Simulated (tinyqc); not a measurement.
From results back to parameters: donor level screened by free carriers (Yukawa potential). Three cases, with inputs chosen for the exercise.

Problem. With Debye screening alone, ks^2 = 4 pi q n/(eps kB T), 1e18/cm^3 = 1e-6/angstrom^3. The converged binding was computed from a hidden density.

Potential -(q/(eps r)) exp(-ks r), q = e^2/(4 pi eps0). In units Ry* = Ry m/eps^2 and a* = a0 eps/m the problem is [-Laplacian - 2 exp(-x r)/r] psi = E psi with x = ks a*.

Converged values use 18 functions exp(-z r), z = 1.55^i, i = -11 to 6: S = 2/A^3, H = z_i z_j S - 2/(A + x)^2, A = z_i + z_j.

Constants: e^2/(4 pi eps0) = 14.39964547 eV angstrom; kB = 8.617333262e-05 eV/K.

Find: x; n.

Method. The binding in Ry* falls steadily with x, so bisection gives x; then n = (x/a*)^2 eps kB T/(4 pi q).

Case 1.

Values chosen (out of a larger set: near those of a donor in 4H SiC, with one mean mass; not measured data): eps = 9.8 (dielectric constant); T = 77 K (temperature).

Ry* = 53.975 meV
a* = 13.61 angstrom
binding = 23.0367 meV

Solution.

x = 0.373
n = 0.27 x 1e18/cm^3

Case 2.

Values chosen (out of a larger set: near those of a donor in InP, with one mean mass; not measured data): eps = 12.6 (dielectric constant); T = 77 K (temperature).

Ry* = 7.027 meV
a* = 81.31 angstrom
binding = 4.1360 meV

Solution.

x = 0.245
n = 0.0042 x 1e18/cm^3

Case 3.

Values chosen (out of a larger set: near those of a donor in Si, with one mean mass; not measured data): eps = 11.7 (dielectric constant); T = 300 K (temperature).

Ry* = 30.016 meV
a* = 20.50 angstrom
binding = 15.4334 meV

Solution.

x = 0.301
n = 0.36 x 1e18/cm^3

Computed by tinyqc, one run a case: `OMP_NUM_THREADS=1 python tinyqc.py N N+1 out.jsonl` with N = 1252598, 1252614, 1252633; one thread of a shared Intel(R) Xeon(R) Processor @ 2.30GHz, about 0.02 s a run at most.
